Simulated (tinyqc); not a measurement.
Double-gate transistor below threshold, two-dimensional Poisson equation on a small mesh: choice of the relaxation factor.

Half of a symmetric double-gate structure: row 0 is the mid-plane of the body, where the normal field vanishes. Mobile charge is neglected (subthreshold), the body is fully depleted, and potentials are counted from the intrinsic level; rows run upward to the gate, columns from source to drain.

Mesh: rows i = 0..2 in the semiconductor (step hs = tb/2, row 2 on the interface), then 2 step(s) ho = tox/2 up to the gate row 4; columns j = 0..5 (step hy = L/5). Box integration, divided by eps0: up_i = eps hy/h of the interval above row i, dn_i = that of the interval below (0 for row 0), lat_i = (sum of eps h/2 over the intervals above and below)/hy, s_i = -q Na w_i hy/eps0 with w_i the semiconductor height of the box (hs/2 for row 0 and the interface row, hs between, 0 in the insulator). Each free node obeys (up + dn + 2 lat) psi = up psi(above) + dn psi(below) + lat [psi(left) + psi(right)] + s. Fixed values: gate row Vg - Vfb; column 0 at Vbi and the last column at Vbi + Vd in the semiconductor, each running linearly to Vg - Vfb across the insulator. Sweeps go row by row from row 0, left to right, psi(new) = psi + omega (t - psi) with t the value that solves the node equation for the newest neighbours; free nodes start at zero; stop when the largest change is below 1e-7 V.

Parameters, values chosen for the exercise; semiconductor permittivity close to that of silicon: relative permittivity of the semiconductor eps_r = 11.7; relative permittivity of the insulator eox = 7.5; half the body thickness tb = 8 nm; insulator thickness tox = 3.6 nm; channel length L = 42 nm; acceptor density of the depleted body Na = 0 cm^-3; potential of the source Vbi = 0.47 V; gate offset Vfb = 0.03 V; gate voltage Vg = 0.05 V; drain voltage Vd = 0.7 V.

Constants: q = 1.602176634e-19 C, eps0 = 8.8541878128e-14 F/cm where lengths are in cm. Results are converted to the units shown.

Result of one run:

| omega | sweeps |
|---|---|
| 1.2 | 40 |

What becomes of these results when the relaxation factor omega is changed from 1.2 to 1.9, all else the same?

Result of the changed run:

| omega | sweeps |
|---|---|
| 1.9 | 145 |

The whole series:

| omega | sweeps |
|---|---|
| 1 | 61 |
| 1.1 | 50 |
| 1.2 | 40 |
| 1.3 | 30 |
| 1.4 | 20 |
| 1.5 | 25 |
| 1.6 | 33 |
| 1.7 | 44 |
| 1.8 | 69 |
| 1.9 | 145 |

Gauss-Seidel (omega = 1) takes 61 sweeps; the fewest, 20, are at omega = 1.4, and omega = 1.9 takes 145. The Jacobi matrix of this mesh has spectral radius rho = 0.8911, so theory puts the best factor at 2/(1 + sqrt(1 - rho^2)) = 1.38.

Program tinyqc, `OMP_NUM_THREADS=1 python tinyqc.py 2480128 2480129 out.jsonl`; Intel Xeon 2.30GHz, shared host, one thread, about 0.2 s.
